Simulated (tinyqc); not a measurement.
## Slope factor and drain-induced lowering from three currents

Problem. With source and body at 0 V, I = A exp((Vg + dd Vd)/(nf Vt)) (1 - exp(-Vd/Vt)). Find nf, the swing nf Vt ln 10 and dd.

Inputs (values chosen for the exercise):
```
symbol  value  unit      meaning
T         300     K  temperature
```

Constants: q = 1.602176634e-19 C, kB = 1.380649e-23 J/K, Vt = kB T/q. Results are converted to the units shown.

currents at (Vg, Vd) = (0, 0.05), (0, 1.1) and (0.12, 1.1) V (nA/um): [0.13848634, 14.761457, 370.73844]

Answer. The pair at equal Vd gives nf; the pair at equal Vg, after dividing out the factors 1 - exp(-Vd/Vt), gives dd.

nf = 1.440
swing = 85.72 mV/decade
dd = 0.1600

Program tinyqc, `OMP_NUM_THREADS=1 python tinyqc.py 2242252 2242253 out.jsonl`; Intel Xeon 2.30GHz, shared host, one thread, about 0.03 s.
